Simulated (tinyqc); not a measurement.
Raman shift of the zone-centre optical phonon of a diamond-structure crystal under stress. From shift of the observed line back to q/omega_0^2. Computed by tinyqc, a small Python program. Command: `OMP_NUM_THREADS=1 python tinyqc.py 3031188 3031189 out.jsonl ramanstress inv`. One thread of a shared host (Intel(R) Xeon(R) Processor @ 2.30GHz), about 0.02 s of CPU time with the checks.

Axes x, y, z are the cube axes. Strain shifts the threefold optical mode and can split it; p, q and r are the phonon deformation potentials.

Inputs (values chosen for the exercise, modelled on diamond):
```
quantity,value,unit
unstrained frequency omega_0,1331,1/cm
p/omega_0^2,-2.8,-
r/omega_0^2,-1.82,-
C11,1076,GPa
C12,125,GPa
C44,578.5,GPa
stress sigma (tension positive),-0.29,GPa
polarisation angle phi,10,degree
```

Stress state: hydrostatic. Axis: none.

Method:
- S11 = (C11 + C12)/D, S12 = -C12/D, D = (C11 - C12)(C11 + 2 C12), S44 = 1/C44.
- Hydrostatic stress: sigma_ij = sigma delta_ij.
- eps_xx = S11 sigma_xx + S12 (sigma_yy + sigma_zz), and cyclic; eps_xy = S44 sigma_xy/2 (tensor strain).
- Secular matrix: M_xx = p eps_xx + q (eps_yy + eps_zz), M_xy = 2 r eps_xy; its eigenvalues are omega^2 - omega_0^2, and the shifts are these over 2 omega_0.
- Backscattering from a (001) surface: incident polarisation (cos phi, sin phi, 0). With Raman tensors (R_z)_xy = (R_z)_yx = 1 and cyclic, only the z component u_z of a mode counts: I = u_z^2 sin^2(2 phi) for parallel and u_z^2 cos^2(2 phi) for crossed polarisers. An unresolved line sits at the intensity-weighted shift, which is M_zz/(2 omega_0).

Question. A run gave the result below. Find the q/omega_0^2, known to lie between -2.1 and -1.1.

shift of the observed line = 0.9355746 1/cm

Answer.

Each step takes the trial c = (a f_b - b f_a)/(f_b - f_a), f being the result less the target; c replaces end b, the old b replaces a if the sign of f changed, and otherwise f_a is halved.

Scan of the range:
```
q/omega_0^2,shift of the observed line (1/cm)
-2.10,1.01883
-1.93,0.96934
-1.77,0.92277
-1.60,0.87328
-1.43,0.82379
-1.27,0.77722
-1.10,0.72773
```

False position (Illinois rule) inside the bracket:
```
step,end a,end b,trial,shift of the observed line (1/cm)
1,-1.93,-1.77,-1.81400,0.935575
```

Shift of the observed line falls at every point of a 13-point scan of the range (every second point is shown), so one value fits; it is bracketed by -1.93 and -1.77. The scan shows a straight line, so linear interpolation between any two rows gives the answer at once. Answer: q/omega_0^2 = -1.814.

Caution: this stress has components normal to the (001) face, so it cannot reach a free (001) surface; it can act on buried material.
